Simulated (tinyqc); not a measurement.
# Undoped gate-all-around wire MOSFET, analytic charge model: effect of the temperature

An undoped round wire of radius R under an insulator shell and a surrounding gate; long channel, electrons only, n = ni exp((psi - V)/Vt) with V the quasi-Fermi potential (0 at the source, Vd at the drain), constant mobility, no quantisation. The radial Poisson equation gives n(r) = n(0)/(1 - (1 - b) r^2/R^2)^2 with b = Q0/(Q + Q0). Q is the electron charge per area of the wire surface.

Nc and Nv are given at 300 K and scale as (T/300 K)^1.5; Eg and mu are held fixed. ni = sqrt(Nc Nv) exp(-Eg/(2 Vt)), Eg in volts; Cox = eps0 eox/(R ln(1 + tox/R)); Q0 = 4 eps0 eps_r Vt/R; V0 = dphi + Vt ln[8 eps0 eps_r Vt/(q ni R^2)]. Q solves Vg - V0 - V = Q/Cox + Vt ln(Q/Q0) + Vt ln(1 + Q/Q0). I = mu (2 pi R/L)[2 Vt (Qs - Qd) + (Qs^2 - Qd^2)/(2 Cox) + Vt Q0 ln((Qd + Q0)/(Qs + Q0))], with Qs at V = 0 and Qd at V = Vd.  I(low) is taken at Vg = 0.37 V, Qs and I(high) at Vg = 1.12 V.

Values chosen for this exercise; material values close to those of silicon: band gap Eg = 1.1 eV; relative permittivity of the semiconductor eps_r = 11.7; conduction-band density of states at the reference temperature Nc = 2.85e19 cm^-3; valence-band density of states at the reference temperature Nv = 2.64e19 cm^-3; relative permittivity of the gate insulator eox = 9.27; insulator thickness tox = 6.1 nm; wire radius R = 20 nm; gate work function less that of the intrinsic body dphi = 0.18 V; channel mobility mu = 130 cm^2/(V s); gate length L = 0.2 um; drain voltage Vd = 0.1 V.

Constants: q = 1.602176634e-19 C, kB = 1.380649e-23 J/K, Vt = kB T/q, eps0 = 8.8541878128e-14 F/cm where lengths are in cm. Results are converted to the units shown.

Result of one run:
```
V0 (V)  I(low) (nA)  Qs(high) (nC/cm^2)  I(high) (uA)
0.6370     3.222e-4               572.6         4.116
```

Which temperature T gave this result: 250, 280, 310 or 400 K?

T = 250 K.

The whole series:
```
T (K)  V0 (V)  I(low) (nA)  Qs(high) (nC/cm^2)  I(high) (uA)
220    0.6494     2.408e-5               567.5         4.067
250    0.6370     3.222e-4               572.6         4.116
280    0.6245     0.002547               578.6         4.171
310    0.6118      0.01381               585.4         4.232
340    0.5990      0.05655               592.9         4.298
370    0.5861       0.1870               600.9         4.369
400    0.5731       0.5225               609.4         4.443
430    0.5600        1.275               618.3         4.520
```

As T goes from 220 to 430 K, I(low) rises from 2.41e-5 to 1.28 nA and I(high) rises from 4.07 to 4.52 uA. V0 falls from 0.649 to 0.560 V. In every row the surface density at the source at the higher gate voltage passes 0.3 Nc, where Boltzmann statistics fail. In every row the mobility is held fixed, though a real one changes with T.

Program tinyqc, `OMP_NUM_THREADS=1 python tinyqc.py 2460126 2460127 out.jsonl`; Intel Xeon 2.30GHz, shared host, one thread, about 0.04 s.
